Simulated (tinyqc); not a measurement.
Thickness from two neighbouring fringes.

Inverse problem. At normal incidence a transparent film with an index between those of air and substrate, taken as constant, has reflectance minima at 2 n1 d = (m + 1/2) lam (small phase shifts at the substrate neglected). Find d and the order m of the shorter wavelength.

Inputs (values chosen for the exercise): index of the transparent film n1 = 1.653.

wavelengths of two neighbouring reflectance minima (nm): [509, 568.88235]

Answer. Neighbouring orders differ by one: 2 n1 d (1/lam1 - 1/lam2) = 1.

d = 1463 nm
m = 9

Computed by the program tinyqc: `OMP_NUM_THREADS=1 python tinyqc.py 2870176 2870177 out.jsonl`, one thread of a shared Intel Xeon 2.30GHz, about 0.01 s for the whole run.
